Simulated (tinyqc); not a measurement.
# Capacitance measurement on a leaky thin oxide: effects of series resistance and leakage: effects of single changes

The device is a capacitance C in parallel with a leakage conductance G, in series with Rs and Ls. An impedance meter reports either a parallel pair (Cp, Gp) from Y = 1/Z = Gp + i w Cp or a series pair (Cs, Rm) from Z = Rm + 1/(i w Cs); w = 2 pi f, dissipation D = Gp/(w |Cp|).

Values chosen for this exercise; values of the order met in thin-oxide MOS capacitors:
- eox = 3.9 (relative permittivity of the gate insulator (close to silicon dioxide))
- tox = 0.93 nm (insulator thickness)
- A = 10000 um^2 (gate area)
- zc = 0.26 nm (oxide-equivalent thickness added by the accumulation layer)
- zp = 0 nm (oxide-equivalent thickness added by gate depletion)
- Jg = 0.48 A/cm^2 (gate leakage current density, not matched to the thickness)
- Vs = 0.28 V (voltage for an e-fold rise of the leakage)
- Rs = 130 ohm (series resistance)
- Ls = 0 nH (series inductance)
- f = 50000 Hz (measuring frequency)

Constants: eps0 = 8.8541878128e-14 F/cm where lengths are in cm. Results are converted to the units shown.

Each table varies one quantity; the others keep the values above.

## Readings against frequency

EOT = 3.9 tox/eox; CET = EOT + zc + zp; C = 3.9 eps0 A/CET; G = Jg A/Vs. Z = Rs + i w Ls + 1/(G + i w C); CET read from Cp = 3.9 eps0 A/Cp; errors under 0.001 % are printed as 0.

The same in every row: C (pF) = 290.2.

Results:

| f (Hz) | Cp (pF) | Cs (pF) | D | error of Cp (%) | error of Cs (%) | CET read from Cp (nm) |
|---|---|---|---|---|---|---|
| 1000 | 277.7 | 2.566e6 | 96.12 | -4.31 | 8.84e5 | 1.244 |
| 3000 | 277.7 | 2.853e5 | 32.04 | -4.31 | 9.82e4 | 1.244 |
| 10000 | 277.7 | 2.594e4 | 9.614 | -4.31 | 8840 | 1.244 |
| 30000 | 277.7 | 3141 | 3.211 | -4.32 | 982 | 1.244 |
| 1e5 | 277.5 | 546.7 | 0.9849 | -4.36 | 88.4 | 1.244 |
| 3e5 | 276.3 | 318.7 | 0.3915 | -4.77 | 9.82 | 1.250 |
| 1e6 | 263.5 | 292.7 | 0.3331 | -9.19 | 0.884 | 1.310 |
| 3e6 | 187.1 | 290.5 | 0.7431 | -35.5 | 0.0982 | 1.845 |
| 3e7 | 5.623 | 290.2 | 7.114 | -98.1 | 0 | 61.41 |

Estimate the missing row, f = 1e7 Hz.

Computed row:

| f (Hz) | Cp (pF) | Cs (pF) | D | error of Cp (%) | error of Cs (%) | CET read from Cp (nm) |
|---|---|---|---|---|---|---|
| 1e7 | 43.55 | 290.2 | 2.380 | -85.0 | 8.84e-3 | 7.929 |

With this row back in the table: D goes from 96.1 through a minimum of 0.333 (at f = 1e6 Hz among the rows listed) to 7.11; without inductance its minimum lies at f = sqrt(G (1 + G Rs)/Rs)/(2 pi C) = 6.37e5 Hz. The error of Cp goes from -4.31 to -98.1 % and that of Cs from 8.84e5 to 0 %; at low frequency Cp tends to C/(1 + G Rs)^2 and Cs grows as 1 + (G/(w C))^2. One of the two readings is within 2 % of C for f = 1e6, 3e6, 1e7, 3e7 Hz. For f = 1000, 3000, 10000, 30000, 1e7, 3e7 D exceeds 1, where the accuracy of real meters degrades in proportion to sqrt(1 + D^2).

## Effect of the series resistance

Same model as above.

The same in every row: C (pF) = 290.2; Cs (pF) = 1316.

Effect of the series resistance:

| Rs (ohm) | Cp (pF) | D | error of Cp (%) | error of Cs (%) | CET read from Cp (nm) |
|---|---|---|---|---|---|
| 1 | 290.1 | 1.881 | -0.0343 | 354 | 1.190 |
| 3 | 289.9 | 1.882 | -0.103 | 354 | 1.191 |
| 10 | 289.2 | 1.885 | -0.342 | 354 | 1.194 |
| 30 | 287.2 | 1.893 | -1.02 | 354 | 1.202 |
| 100 | 280.5 | 1.922 | -3.35 | 354 | 1.231 |
| 300 | 262.3 | 2.005 | -9.60 | 354 | 1.316 |
| 1000 | 210.2 | 2.294 | -27.6 | 354 | 1.643 |
| 3000 | 122.5 | 3.121 | -57.8 | 354 | 2.818 |

What does the table show?

As Rs goes from 1 to 3000, the error of Cp goes from -0.0343 to -57.8 %, that of Cs from 354 to 354 %, and D rises from 1.88 to 3.12. The CET read from Cp goes from 1.19 to 2.82 nm against the true 1.19 nm. Rs does not enter the imaginary part of Z, so Cs does not depend on it. In every row D exceeds 1, where the accuracy of real meters degrades in proportion to sqrt(1 + D^2).

Computed by the program tinyqc: `OMP_NUM_THREADS=1 python tinyqc.py 2022197 2022198 out.jsonl`, one thread of a shared Intel Xeon 2.30GHz, about 0.01 s for the whole run.
